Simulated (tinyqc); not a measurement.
MOS capacitor on a p-type substrate, surface potential from the exact charge relation: two steps of the calculation.

Uniform p-type substrate, Boltzmann statistics, full ionisation, classical densities. psi is the surface potential against the body (positive when the bands bend down) and u = psi/Vt. Traps are spread evenly over the gap and neutral at flat band, so their charge is -q Dit psi; the minority quasi-Fermi level is shifted by Vb.

Inputs (values chosen for the exercise); band and dielectric values close to those of gallium nitride: temperature T = 300 K; band gap Eg = 3.4 eV; relative permittivity eps_r = 9.41; conduction-band density of states at T Nc = 2.31e18 cm^-3; valence-band density of states at T Nv = 4.66e19 cm^-3; electron affinity chi = 4.08 eV; acceptor density of the substrate N = 6.4e15 cm^-3; relative permittivity of the gate insulator (close to silicon dioxide) eox = 3.9; insulator thickness tox = 1.8 nm; gate work function phiM = 4.32 eV; fixed charge at the interface, in units of q Nf = 0 cm^-2; density of interface traps Dit = 0 cm^-2 eV^-1; reverse bias of the inversion layer against the body Vb = 1.6 V.

Constants: q = 1.602176634e-19 C, kB = 1.380649e-23 J/K, Vt = kB T/q, eps0 = 8.8541878128e-14 F/cm where lengths are in cm. Results are converted to the units shown.

Task 1. Flat band, threshold and scales. ni = sqrt(Nc Nv) exp(-Eg/(2 Vt)), Eg in volts; phiF = Vt ln(N/ni); Cox = eps0 eox/tox; Vfb = phiM - chi - (Eg - Vt ln(Nv/N)) - q Nf/Cox; Q0 = sqrt(2 eps0 eps_r q N Vt); r = (ni/N)^2 exp(-Vb/Vt); VT = Vfb + [(2 phiF + Vb)(1 + q Dit/Cox) + sqrt(2 eps0 eps_r q N (2 phiF + Vb))/Cox].

Find: ni; phiF; Cox; Vfb; Q0; r; VT.

Result 1.

ni = 2.866e-10 cm^-3
phiF = 1.509 V
Cox = 1.918 uF/cm^2
Vfb = -2.930 V
Q0 = 6.646 nC/cm^2
r = 2.651e-78
VT = 1.734 V

Task 2. Charges, field and capacitances at the solution. u = psi/Vt; F^2 = exp(-u) + u - 1 + r (exp(u) - u - 1); Qs = -sign(u) Q0 F; Cs = -dQs/dpsi = (Q0/Vt) |1 - exp(-u) + r (exp(u) - 1)|/(2 F). Low frequency: 1/C_LF = 1/Cox + 1/(Cs + q Dit). High frequency, in the simple estimate in which traps and minority carriers do not follow: 1/C_HF = 1/Cox + 1/Cd, Cd being Cs with r = 0 at the same psi. Minority sheet density N_inv = (Q0/(2 q)) int_0^u r (exp(t) - 1)/F(t) dt for u > 0. Oxide field |Qs - q Dit psi + q Nf|/(eps0 eox).

converged psi = 1.9998234 V

Find: Qs; N_inv; oxide field; Cs; C_LF/Cox; C_HF/Cox.

Result 2.

Qs = -58.076 nC/cm^2
N_inv = 2.4957e-35 cm^-2
oxide field = 0.16818 MV/cm
Cs = 0.014711 uF/cm^2
C_LF/Cox = 0.0076098
C_HF/Cox = 0.0076098

The surface is in depletion (borders at |psi| = 0, phiF + Vb and 2 phiF + Vb = 4.62 V).

Computed by the program tinyqc: `OMP_NUM_THREADS=1 python tinyqc.py 2060119 2060120 out.jsonl`, one thread of a shared Intel Xeon 2.30GHz, about 0.01 s for the whole run.
